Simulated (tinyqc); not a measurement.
Length of a molecular wire: coherent transport through a tight-binding bridge. Computed by the program tinyqc. 

A uniform bridge between two chains:
```
parameter                        value
site energy (eV)              1.130000
hopping in the bridge (eV)    0.560000
lead hopping (eV)             2.650000
couplings (eV)              0.47, 0.31
E (eV)                        0.200000
```

T = Gamma_L Gamma_R |G_1n|^2 with the self-energies of semi-infinite chains.

Transmission against length:
```
sites           T    ln T
2      1.1921e-02  -4.429
3      2.2363e-02  -3.800
4      2.1511e-01  -1.537
5      7.4351e-02  -2.599
6      1.6614e-02  -4.097
7      1.1519e-02  -4.464
8      1.6595e-02  -4.099
9      7.4064e-02  -2.603
10     2.1647e-01  -1.530
```

E lies inside the band of the bridge (|E - e|/2h = 0.830 < 1): T does not decay but oscillates with length, between 0.012 and 0.216 here, as levels of the bridge pass E.
